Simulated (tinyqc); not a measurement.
Trap density from one capacitance.

Problem. Traps spread evenly through the insulator exchange electrons with the semiconductor by tunnelling, with tau(x) = t0 exp(2 ka x) at depth x from the interface. The admittance per area Y seen at depth x obeys dY/dx = -Y^2/(i w eps0 eox) + q Nb ln(1 + i w tau)/tau, with Y(0) = i w Cs and w = 2 pi f; the gate sees Y(tox) = G + i w C. Working variable y = Y/(i w), in uF/cm^2. Cox = eps0 eox/tox. Find Nb and G/w.

Values chosen for this exercise:
- eox = 8.43 (relative permittivity of the insulator)
- tox = 3.3 nm (insulator thickness)
- Cs = 2.8 uF/cm^2 (semiconductor capacitance in accumulation)
- ka = 3.8 1/nm (decay constant of the wave function in the insulator)
- t0 = 2e-9 s (time constant of a trap at the interface)
- f = 1e5 Hz (frequency)

Constants: q = 1.602176634e-19 C, eps0 = 8.8541878128e-14 F/cm where lengths are in cm. Results are converted to the units shown.

C = 1.6762572 uF/cm^2

Answer. C rises steadily with Nb, so one density matches; in practice ka and t0 must come from the frequency dependence.

Nb = 1.20e20 cm^-3 eV^-1
G/w = 0.0963 uF/cm^2

tinyqc, about 0.4 s, one thread, Intel Xeon 2.30GHz (shared host): `OMP_NUM_THREADS=1 python tinyqc.py 2202012 2202013 out.jsonl`
